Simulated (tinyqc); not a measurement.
# Ballistic conductance of a hard-wall wire of rectangular section by counting modes: conductance against size

Subband edges E_(a,b) = (C pi^2/m) [(a/W)^2 + (b/Hh)^2], a, b = 1, 2, ...; C = hbar^2/(2 m0). Every mode transmits fully; spin gives the factor 2 in 2 q^2/h, valleys the factor gv.

G = (2 q^2/h) gv M; at zero temperature M counts the edges below Ef, at T it is the sum of degeneracy times f. The smooth (Sharvin) count is kF^2 A/(4 pi), kF = sqrt(m Ef/C), A = W Hh, perimeter p = 2 (W + Hh), and with the boundary term kF^2 A/(4 pi) - kF p/(4 pi). f = 1/(1 + exp((E_n - Ef)/Vt)).

Inputs (values chosen for the exercise):

| symbol | value | unit | meaning |
|---|---|---|---|
| T | 4 | K | temperature |
| m | 0.25 | m0 | mass |
| gv | 1 |  | valleys |
| Ef | 0.374 | eV | Fermi energy above the bulk band edge |
| Hh | 5.4 | nm | height |

Constants: q = 1.602176634e-19 C, kB = 1.380649e-23 J/K, hbar = 1.054571817e-34 J s, h = 6.62607015e-34 J s, m0 = 9.1093837015e-31 kg, Vt = kB T/q, hbar^2/(2 m0) = 0.0380998212 eV nm^2. Results are converted to the units shown.

Result of one run:

| M at T = 0 | M at T | smooth count | with boundary term | G (uS) |
|---|---|---|---|---|
| 13 | 13.00 | 18.77 | 12.99 | 1007 |

Which width W gave this result: 3.1, 4.6, 11.9, 14.9 or 17.8 nm?

W = 17.8 nm.

The whole series:

| W (nm) | M at T = 0 | M at T | smooth count | with boundary term | G (uS) |
|---|---|---|---|---|---|
| 3.1 | 2 | 2.000 | 3.269 | 1.150 | 155.0 |
| 4.6 | 3 | 3.000 | 4.851 | 2.358 | 232.4 |
| 6.1 | 4 | 4.000 | 6.433 | 3.566 | 309.9 |
| 7.5 | 5 | 5.000 | 7.909 | 4.693 | 387.4 |
| 9 | 7 | 6.831 | 9.491 | 5.901 | 529.3 |
| 10.5 | 7 | 7.000 | 11.07 | 7.109 | 542.4 |
| 11.9 | 8 | 8.001 | 12.55 | 8.236 | 620.0 |
| 13.4 | 10 | 10.00 | 14.13 | 9.444 | 774.8 |
| 14.9 | 10 | 10.01 | 15.71 | 10.65 | 775.4 |
| 16.3 | 12 | 12.00 | 17.19 | 11.78 | 929.8 |
| 17.8 | 13 | 13.00 | 18.77 | 12.99 | 1007 |

The integer count climbs from 2 to 13 in steps, and G from 155 to 1010 uS. In the last row M at T is 31 % below the smooth count and 0.10 % above the count with the boundary term: hard walls push the wave away from the edge and cost modes. The largest gap between M at T and the integer count is 0.17. In every row Ef exceeds 0.3 eV, where real bands are no longer parabolic.

Computed by the program tinyqc: `OMP_NUM_THREADS=1 python tinyqc.py 2740118 2740119 out.jsonl`, one thread of a shared Intel Xeon 2.30GHz, about 0.5 s for the whole run.
